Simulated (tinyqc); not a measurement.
# Reflectance at normal incidence against thickness

Normal incidence on air, film (n1) and substrate (N2 = n2 - i k2): r01 = (1 - n1)/(1 + n1), r12 = (n1 - N2)/(n1 + N2), amplitude (r01 + r12 X)/(1 + r01 r12 X), X = exp(-4 pi i n1 d/lam), R its squared modulus, phase from 0 to 360 degrees.

Parameters, values chosen for the exercise: wavelength lam = 632.8 nm; index of the transparent film n1 = 1.29; index of the substrate n2 = 3.882; extinction coefficient of the substrate k2 = 0.019.

Reflectance at normal incidence against thickness:

| d (nm) | R (%) | phase of the reflected amplitude (degrees) |
|---|---|---|
| 0 | 34.850 | 179.85 |
| 31 | 32.567 | 145.52 |
| 62 | 26.417 | 106.68 |
| 94 | 18.980 | 56.091 |
| 125 | 16.018 | 354.83 |
| 156 | 20.003 | 295.05 |
| 188 | 27.594 | 246.52 |
| 219 | 33.233 | 208.75 |
| 250 | 34.793 | 174.72 |

Read the table: what changes, and by how much?

R goes from 34.9 through a minimum of 16.0 (at d = 125 nm among the rows listed) to 34.8 %. At a quarter wave, d = 123 nm, R = 16.0 %; for a transparent substrate it would vanish for n1 = sqrt(n2) = 1.97.

Computed by the program tinyqc: `OMP_NUM_THREADS=1 python tinyqc.py 2870177 2870178 out.jsonl`, one thread of a shared Intel Xeon 2.30GHz, about 0.01 s for the whole run.
